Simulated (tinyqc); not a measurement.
Comparisons within one model: band gaps under pressure and temperature from deformation potentials. A value that a table varies takes the place of the one given here.

Murnaghan: V/V0 = (1 + Bp P/B0)^(-1/Bp), B0 = (C11 + 2 C12)/3. Each gap moves by a ln(V/V0) with its volume potential a, and falls with temperature by aV T^2/(T + bV) (Varshni); the two effects are added. No change of phase is considered.

Constants: hc = 1239.841984 eV nm.

Inputs chosen for the exercise (near those of GaAs, the X and L potentials typical of such crystals; the results hold for these values, not for the real material):
- Eg = 1.545 eV (gap at Gamma to the s-like level at 0 K, 0 GPa)
- EgX = 1.999 eV (gap to X at 0 K, 0 GPa)
- EgL = 1.834 eV (gap to L at 0 K, 0 GPa)
- C11 = 120.4 GPa
- C12 = 56.8 GPa
- Bp = 3.82 (pressure derivative of the bulk modulus)
- aG = -8.2 eV (volume potential of the Gamma gap)
- aX = 2 eV (volume potential of the X gap)
- aL = -2.73 eV (volume potential of the L gap)
- aV = (0.526, 0.482, 0.625) meV/K (Varshni alpha of Gamma, X, L)
- bV = (198, 204, 197) K (Varshni beta of Gamma, X, L)
- T = 500 K (temperature)
- P = 6 GPa (pressure)

## Gaps against pressure

The last column is the linear form E0 + c1 P for Gamma, c1 = -aG/B0.

Gaps (eV):
```
P (GPa)  ln(V/V0)  Gamma      X      L  lowest  Gamma, linear
0.00       0.0000  1.357  1.828  1.610   Gamma          1.357
1.25      -0.0156  1.484  1.797  1.652   Gamma          1.488
2.50      -0.0302  1.605  1.767  1.692   Gamma          1.619
3.75      -0.0441  1.719  1.740  1.730   Gamma          1.751
5.00      -0.0573  1.827  1.713  1.766       X          1.882
6.25      -0.0699  1.930  1.688  1.801       X          2.014
7.50      -0.0819  2.028  1.664  1.833       X          2.145
8.75      -0.0934  2.122  1.641  1.865       X          2.276
10.00     -0.1043  2.212  1.619  1.895       X          2.408
```

Over 10 GPa Gamma moves by +0.856, L by +0.285 and X by -0.209 eV. The lowest valley changes: Gamma to X between 3.75 and 5.00 GPa, and the fundamental gap peaks at 1.719 eV on these points. The linear form overshoots by 196 meV at the end, because the crystal stiffens; the gap is linear in ln V, not in P.

## Gaps against temperature

At the pressure P; wavelength hc/E of the lowest gap.

Gaps (eV):
```
T (K)   Gamma       X       L  lowest  wavelength (nm)
0      2.0980  1.8641  2.0181       X            665.1
50     2.0927  1.8594  2.0118       X            666.8
100    2.0804  1.8483  1.9971       X            670.8
200    2.0451  1.8164  1.9551       X            682.6
300    2.0029  1.7780  1.9049       X            697.3
400    1.9573  1.7364  1.8506       X            714.0
500    1.9096  1.6930  1.7939       X            732.4
600    1.8607  1.6483  1.7358       X            752.2
```

From 0 to 100 K the Gamma gap falls by 17.7 meV, from 500 to 600 K by 48.9 meV: quadratic below bV, linear with a slope tending to aV = 0.526 meV/K above. X stays lowest. A pressure of 0.90 GPa, with the slope -aG/B0 at zero pressure, would undo the fall of the Gamma gap from 0 to 300 K.

## What each parameter does

Gaps at P and T. Each row changes one parameter from the base and keeps the others.

Results:
```
case              Gamma (eV)  X (eV)  L (eV)
base                  1.9096  1.6930  1.7939
T = 550 K             1.8853  1.6707  1.7650
C11 = 108.36 GPa      1.9359  1.6865  1.8027
C12 = 62.48 GPa       1.8869  1.6985  1.7864
Bp = 4.202            1.9032  1.6945  1.7918
aG = -9.02 eV         1.9649  1.6930  1.7939
aX = 1.8 eV           1.9096  1.7064  1.7939
aL = -2.457 eV        1.9096  1.6930  1.7755
P = 5.4 GPa           1.8603  1.7050  1.7775
```

The largest shifts from the base row, up to three for each result and ties (the steps differ in size, so this ranks the rows, not the parameters). Gamma (eV): aG +0.0553, P -0.0493, C11 +0.0263; unchanged at the printed digits by aX and aL. X (eV): T -0.0222, aX +0.0135, P +0.0120; unchanged at the printed digits by aG and aL. L (eV): T -0.0289, aL -0.0184, P -0.0164; unchanged at the printed digits by aG and aX.

Run: tinyqc, `OMP_NUM_THREADS=1 python tinyqc.py 1050226 1050227 out.jsonl`; Intel(R) Xeon(R) Processor @ 2.30GHz, one thread, shared host; about 0.01 s of CPU time with all checks.
